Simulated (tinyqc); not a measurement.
Resistance of a source-drain extension with a graded tip: one step of the calculation.

y runs along the channel, the gate covers y > 0. The doping is N0 for y < y0 and N0 10^(-(y - y0)/la) beyond, uniform over the depth xj. Sheet conductance s(y) = q mu(N) max(N - Nch, 0) xj + (for y > 0) ma Cox Vo, with mu(N) = u0 + (u1 - u0)/(1 + (N/Nr)^au) and Cox = eps0 eox/tox. Current is taken as one-dimensional; depletion of the tip, spreading and the contact are left out. The metallurgical junction lies at yj, where N = Nch.

Task. Sheet resistances and junction position. yj = y0 + la log10(N0/Nch); sheet resistance of the full extension 1/[q mu(N0)(N0 - Nch) xj] and of the gate-induced layer 1/(ma Cox Vo); metallurgical length Lg - 2 yj; ye is where the doped and the gate-induced conductances are equal.

Parameters, values chosen for the exercise; mobility law close to that of holes in silicon: relative permittivity of the gate insulator (close to silicon dioxide) eox = 3.9; insulator thickness tox = 2.3 nm; active doping of the extension far from the gate N0 = 2.2e20 cm^-3; lateral abruptness la = 1.7 nm/decade; position under the gate where the fall begins (gate edge at 0) y0 = -0.2 nm; depth of the extension xj = 11 nm; channel doping Nch = 2.5e18 cm^-3; gate overdrive Vo = 0.75 V; mobility of the gate-induced layer ma = 72 cm^2/(V s); mobility at low doping u1 = 470.5 cm^2/(V s); mobility at high doping u0 = 44.9 cm^2/(V s); reference doping Nr = 2.23e17 cm^-3; exponent au = 0.719; gate length Lg = 30 nm.

Constants: q = 1.602176634e-19 C, eps0 = 8.8541878128e-14 F/cm where lengths are in cm. Results are converted to the units shown.

Find: yj; sheet resistance of the extension; sheet resistance of the induced layer; metallurgical length; ye; N at ye.

Result.

yj = 3.1056 nm
sheet resistance of the extension = 544.94 ohm/square
sheet resistance of the induced layer = 12334 ohm/square
metallurgical length = 23.789 nm
ye = 2.1779 nm
N at ye = 8.7829e18 cm^-3

The gate takes over 0.928 nm before the junction, where N is still 3.51 times the channel doping.

Numbers from tinyqc (`OMP_NUM_THREADS=1 python tinyqc.py 2282227 2282228 out.jsonl`; about 0.04 s on one thread of a shared Intel Xeon 2.30GHz).
